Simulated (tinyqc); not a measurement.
Epitaxial growth on a vicinal surface: Burton-Cabrera-Frank step flow, step-edge barrier and island nucleation: one step, computed by the program tinyqc.

Adatoms land at rate F, hop on a square grid (a simplification for hexagonal faces), desorb, or join steps. Lengths are in units of a and n is the adatom coverage. Steps ascend at x = 0 and descend at x = l.

Question. Scales. D = nu exp(-E_d/(k_B T)) (a^2/s, nu counted per direction); tau = exp(E_a/(k_B T))/nu; x_s = sqrt(D tau); n_eq = exp(-E_f/(k_B T)); terrace width l = h/(a tan(miscut)); Schwoebel length l_s = exp(E_s/(k_B T)) - 1. Temperatures in kelvin are T(C) + 273.15.

Inputs (values chosen for the exercise, close to those used for GaAs(001)):

| quantity | value | unit |
|---|---|---|
| site spacing a | 4 | angstrom |
| step height h | 2.83 | angstrom |
| diffusion barrier E_d | 1.33 | eV |
| desorption energy E_a | 2.52 | eV |
| adatom formation energy E_f | 0.886 | eV |
| step-edge barrier E_s | 0.083 | eV |
| attempt frequency nu | 1 | THz |
| miscut angle | 4 | degrees |
| temperature T | 540 | C |

Constants: k_B = 8.617333262e-05 eV/K.

Give: D; lifetime tau; diffusion length x_s; equilibrium coverage n_eq; terrace width l; Schwoebel length l_s.

Answer.

D = 5713.0 a^2/s

lifetime tau = 4155.0 s

diffusion length x_s = 4872.1 a

equilibrium coverage n_eq = 3.2263e-06

terrace width l = 10.118 a

Schwoebel length l_s = 2.2690 a

l/x_s = 0.00208: nearly every adatom reaches a step.
